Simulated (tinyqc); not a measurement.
Raising U: Hubbard chain of 5 sites, mean field against exact. Computed by the program tinyqc. Collinear unrestricted mean field (the lowest of 40 random starts) against exact diagonalisation.

one-body matrix (hopping and site energies) (eV):
```
         1        2        3        4        5
1   0.0000  -0.7300   0.0000   0.0000   0.0000
2  -0.7300   0.0000  -0.7300   0.0000   0.0000
3   0.0000  -0.7300   0.0000  -0.7300   0.0000
4   0.0000   0.0000  -0.7300   0.0000  -0.7300
5   0.0000   0.0000   0.0000  -0.7300   0.0000
```

electrons, up and down: 3  2

Exact and mean-field results (eV):
```
U            U/t    E exact  E mean field  mean |n_up - n_down|  double occupancy, exact  first gap in the sector
0.3600    0.4932  -3.587179     -3.571121                0.2310                   0.2128                   0.6965
0.7300    1.0000  -3.213681     -3.149092                0.2783                   0.1910                   0.6562
1.4600    2.0000  -2.594531     -2.372213                0.4597                   0.1488                   0.5692
2.1900    3.0000  -2.120408     -1.778067                0.6835                   0.1123                   0.4857
2.9200    4.0000  -1.764755     -1.389428                0.8098                   0.0840                   0.4144
4.3800    6.0000  -1.293754     -0.952719                0.9127                   0.0489                   0.3111
5.8400    8.0000  -1.009286     -0.721361                0.9504                   0.0309                   0.2451
8.7600   12.0000  -0.693856     -0.484121                0.9779                   0.0150                   0.1697
14.6000  20.0000  -0.423332     -0.291452                0.9920                   0.0057                   0.1040
```

What does the comparison show, and why?

In absolute terms mean field is worst at U/t = 4.0, 0.375 eV too high: at small U it is nearly exact, and at large U it misses only exchange-scale energies. Relative to the exact energy its error is 0.4 % at the smallest U, 31 % at most and 31 % at the largest. The double occupancy falls from 0.213 to 0.006; at the largest U the first gap is 0.71 times the exchange scale 4t^2/U.
